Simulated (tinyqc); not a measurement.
Koster-Slater impurity in a tight-binding band, by Green functions and by supercells: one step, computed by the program tinyqc.

One orbital per site, e(k) = -2 t sum cos(k_i) over 2 direction(s), band from -4 t to 4 t, lattice constant 1. One site has the extra energy U. Spin is left out.

Problem. The level in the supercell. In a periodic cell of N sites along each direction with Bloch vector K, the level solves 1/U = N^-d sum_k 1/(E - e(k)), k_i = (2 pi m_i + K_i)/N, m_i = 0..N-1; the outermost root on the side of U is taken (bisection). d is the number of directions. Gamma means K_i = 0, the zone corner K_i = pi, the quarter point K_i = pi/2. The error is measured against the isolated level E_b.

Inputs (values chosen for the exercise, for a model band): hopping t = 1.7 eV; impurity potential U = -7.26 eV; supercell edge N = 4 sites.

Lattice: square.

level E_b = -8.919278 eV

Give: level at Gamma; level at the corner; level at the quarter point; error at Gamma; width between Gamma and the corner.

Solution.

level at Gamma = -9.040 eV

level at the corner = -8.803 eV

level at the quarter point = -8.918 eV

error at Gamma = -0.1211 eV

width between Gamma and the corner = 0.2371 eV

Images turn the level into a band 0.237 eV wide; the quarter point misses the isolated level by 0.0012 eV, far less than Gamma, because the leading hopping between images averages out there.
